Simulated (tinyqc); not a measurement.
Frequency dispersion of an accumulation capacitance by border traps, distributed model: two steps of the calculation.

Traps spread evenly through the insulator exchange electrons with the semiconductor by tunnelling, with tau(x) = t0 exp(2 ka x) at depth x from the interface. The admittance per area Y seen at depth x obeys dY/dx = -Y^2/(i w eps0 eox) + q Nb ln(1 + i w tau)/tau, with Y(0) = i w Cs and w = 2 pi f; the gate sees Y(tox) = G + i w C. Working variable y = Y/(i w), in uF/cm^2. Cox = eps0 eox/tox.

Values chosen for this exercise; permittivity close to that of zirconium oxide:

| symbol | value | unit | meaning |
|---|---|---|---|
| eox | 22.5 |  | relative permittivity of the insulator |
| tox | 3.8 | nm | insulator thickness |
| Cs | 0.52 | uF/cm^2 | semiconductor capacitance in accumulation |
| Nb | 4.1e19 | cm^-3 eV^-1 | density of border traps |
| ka | 3 | 1/nm | decay constant of the wave function in the insulator |
| t0 | 5e-9 | s | time constant of a trap at the interface |
| f | 1e6 | Hz | frequency |
| xe | 1.4 | nm | depth down to which the steps are taken |

Constants: q = 1.602176634e-19 C, eps0 = 8.8541878128e-14 F/cm where lengths are in cm. Results are converted to the units shown.

Task 1. Midpoint steps through the active depth. In terms of y: dy/dx = -y^2/(eps0 eox) + s(x), s = q Nb ln(1 + z)/z, z = i w tau. 10 midpoint steps of h = xe/10: y_half = y + (h/2) y'(x, y), y(new) = y + h y'(x + h/2, y_half).

Give: x; s; y.

Result 1.

```
point   x (nm)  s (uF/(cm^2 nm))       y (uF/cm^2)
0            0  0.65668-0.01031i  0.52000+0.00000i
1      0.14000  0.65574-0.02384i  0.60965-0.00219i
2      0.28000  0.65077-0.05459i  0.69824-0.00722i
3      0.42000  0.62627-0.11936i  0.78439-0.01853i
4      0.56000  0.53402-0.21707i  0.86258-0.04162i
5      0.70000  0.35289-0.26407i  0.91991-0.07641i
6      0.84000  0.18512-0.21663i  0.95028-0.10996i
7      0.98000  0.08661-0.14162i  0.96180-0.13329i
8       1.1200  0.03866-0.08225i  0.96353-0.14663i
9       1.2600  0.01693-0.04465i  0.96076-0.15313i
10      1.4000  0.00735-0.02323i  0.95603-0.15556i
```

Task 2. Capacitance and conductance at the gate. Beyond xe the traps are ignored, so 1/y(tox) = 1/y(xe) + (tox - xe)/(eps0 eox); C = Re y, G/w = -Im y, loss tangent G/(w C).

y at xe = 0.95603094-0.15556143i uF/cm^2

Give: y at the gate; C; G/w; loss tangent.

Result 2.

y at the gate = 0.8594-0.1251i uF/cm^2
C = 0.8594 uF/cm^2
G/w = 0.1251 uF/cm^2
loss tangent = 0.1455

Computed by the program tinyqc: `OMP_NUM_THREADS=1 python tinyqc.py 2202121 2202122 out.jsonl`, one thread of a shared Intel Xeon 2.30GHz, about 0.3 s for the whole run.
